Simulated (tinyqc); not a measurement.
Cabrera-Mott growth of a thin oxide under its own electric field: one step, computed by the program tinyqc.

Electrons cross the film freely and set a fixed potential V across it; the field V/x lowers the barrier for ions entering the oxide.

Problem. Thickness after time t. u = u0 exp(-W/(k_B T)), X1 = z b V/(k_B T) with V in volts and k_B T in eV; dx/dt = 2 u sinh(X1/x). t(x) = int_(x0)^x dx / (dx/dt) by Gauss-Legendre quadrature (80 points on each side of (x0 + 2 x)/3), solved for x.

Inputs (values chosen for the exercise, for a model metal):
```
quantity               value      unit
Mott potential V         1.2         V
temperature T            200         K
starting thickness x0    4.2  angstrom
time t                  1600         s
```

Backward hops: kept.

u = 7.701292e-15 angstrom/s

X1 = 132.2915 angstrom

Give: thickness x; rate at time t; field at time t.

Solution.

thickness x = 5.6048 angstrom

rate at time t = 1.3718e-04 angstrom/s

field at time t = 21.410 MV/cm

X1/x = 23.6: the field term still rules. Caution: the starting field or rate is formal: the first layers form as fast as oxygen arrives.
